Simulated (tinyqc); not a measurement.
# On-chip interconnect, size-dependent resistivity and RC delay: two studies

A rectangular line between two neighbours and two ground planes. Surface and grain-boundary scattering are added to the bulk resistivity as corrections; capacitances are parallel-plate values without fringing; inductance is ignored.

Inputs (values chosen for the exercise); metal values close to those of cobalt: bulk resistivity rho0 = 6.36 uohm cm; bulk mean free path lam = 11.9 nm; specular share of surface scattering ps = 0; reflection coefficient of grain boundaries Rg = 0.54; grain size over the metal width gr = 1; drawn line width wd = 47 nm; aspect ratio, height over width AR = 1.7; liner on both walls and the bottom, not conducting tl = 0.4 nm; space to the neighbouring lines sp = 47 nm; dielectric height to the planes above and below hd = 71 nm; relative permittivity of the dielectric ek = 4.2; Miller factor of the neighbours Mf = 2; line length Lw = 94 um; driver resistance Rd = 1400 ohm; load capacitance Cl = 0.21 fF; bulk resistivity of the second metal (close to ruthenium) rho2 = 7.72 uohm cm; mean free path of the second metal lam2 = 6.71 nm; liner of the second metal tl2 = 0.3 nm.

Constants: eps0 = 8.8541878128e-12 F/m. Results are converted to the units shown.

Each table varies one quantity; the others keep the values above.

## Delay against the reflection coefficient of grain boundaries

Metal width x = wd - 2 tl, height y = AR wd - tl; grain boundaries (Mayadas-Shatzkes): al = (lam/(gr x)) Rg/(1 - Rg), g = 1/[1 - 3 al/2 + 3 al^2 - 3 al^3 ln(1 + 1/al)] - 1; surfaces (Fuchs-Sondheimer, thick limit): s = (3/8) lam (1 - ps)(1/x + 1/y); rho = rho0 (1 + g + s); r = rho/(x y); c = eps0 ek (2 wd/hd + 2 Mf AR wd/sp). Elmore delay tE = Rd (c Lw + Cl) + r Lw (c Lw/2 + Cl); t50 is the time at which the far end of a ladder of 30 pi sections (half capacitances at both ends, Cl at the far end, a step applied through Rd) reaches half the step; line share r Lw/(Rd + r Lw); estimate 0.69 Rd (c Lw + Cl) + 0.38 r c Lw^2 + 0.69 r Lw Cl.

The same in every row: c (fF/um) = 0.3021.

Results:
```
Rg	rho (uohm cm)	r (ohm/um)	tE (ps)	t50 (ps)	estimate (ps)	line share of the resistance (%)
0.05	7.460	20.31	67.56	49.46	48.52	57.69
0.15	7.758	21.12	68.66	50.32	49.35	58.65
0.25	8.129	22.13	70.03	51.39	50.39	59.78
0.35	8.608	23.44	71.80	52.76	51.73	61.14
0.45	9.252	25.19	74.17	54.61	53.53	62.84
0.55	10.17	27.69	77.56	57.25	56.10	65.03
0.75	14.14	38.51	92.21	68.58	67.22	72.11
```

Estimate the missing row, Rg = 0.65.

Computed row:
```
Rg	rho (uohm cm)	r (ohm/um)	tE (ps)	t50 (ps)	estimate (ps)	line share of the resistance (%)
0.65	11.60	31.58	82.83	61.33	60.10	67.95
```

With this row back in the table: As Rg goes from 0.05 to 0.75, r rises from 20.3 to 38.5 ohm/um, c stays at 0.302 fF/um and t50 rises from 49.5 to 68.6 ps. t50/tE lies between 0.732 and 0.744, and the estimate is within 2.0 % of t50.

## Two metals against line width

Metal width x = wd - 2 tl, height y = AR wd - tl; grain boundaries (Mayadas-Shatzkes): al = (lam/(gr x)) Rg/(1 - Rg), g = 1/[1 - 3 al/2 + 3 al^2 - 3 al^3 ln(1 + 1/al)] - 1; surfaces (Fuchs-Sondheimer, thick limit): s = (3/8) lam (1 - ps)(1/x + 1/y); rho = rho0 (1 + g + s); r = rho/(x y). The second metal has rho2, lam2 and tl2 in place of rho0, lam and tl; ps, Rg, gr and AR are shared.

Two metals against line width:
```
wd (nm)	rho, first (uohm cm)	rho, second (uohm cm)	r, first (ohm/um)	r, second (ohm/um)	ratio second/first
5	45.19	33.33	1.328e4	9238	0.6954
6.5	35.14	26.94	5788	4247	0.7337
8	29.24	23.11	3077	2348	0.7633
10	24.35	19.90	1594	1268	0.7951
13	20.00	17.01	755.4	629.2	0.8329
17	16.69	14.78	361.5	315.2	0.8720
22	14.30	13.17	182.3	165.8	0.9098
30	12.16	11.71	82.31	78.56	0.9545
45	10.23	10.38	30.40	30.69	1.010
70	8.851	9.437	10.79	11.46	1.062
120	7.820	8.726	3.222	3.588	1.113
```

The resistivity of the first metal falls from 45.2 to 7.82 uohm cm and that of the second goes from 33.3 to 8.73 uohm cm as the line widens. The products rho0 lam, which set the size effect, are 75.7 and 51.8 uohm cm nm. The two resistances cross at wd = 41.8 nm: below it the second metal gives the lower line resistance. For widths well under the mean free path the thick-limit surface term is only a guide.

Numbers from tinyqc (`OMP_NUM_THREADS=1 python tinyqc.py 2100044 2100045 out.jsonl`; about 0.01 s on one thread of a shared Intel Xeon 2.30GHz).
